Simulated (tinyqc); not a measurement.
Inside a calculation. Method: tight binding, dimerised chain. One step of it, computed by the program tinyqc.

Problem. Bloch Hamiltonian at k. H_AA = +delta, H_BB = -delta, H_AB = -t1 - t2 exp(-i k a).

Parameters chosen for this model:
```
parameter     value                      unit
t1         0.360000       eV, inside the cell
t2         1.820000         eV, between cells
delta      0.290000  eV, +/- on the two sites
```

k point k (2 pi / a): 0.050000

Give: H(k) at k.

Solution.

H(k) at k (eV):
```
                 A                B
A           0.2900  -2.0909+0.5624i
B  -2.0909-0.5624i          -0.2900
```
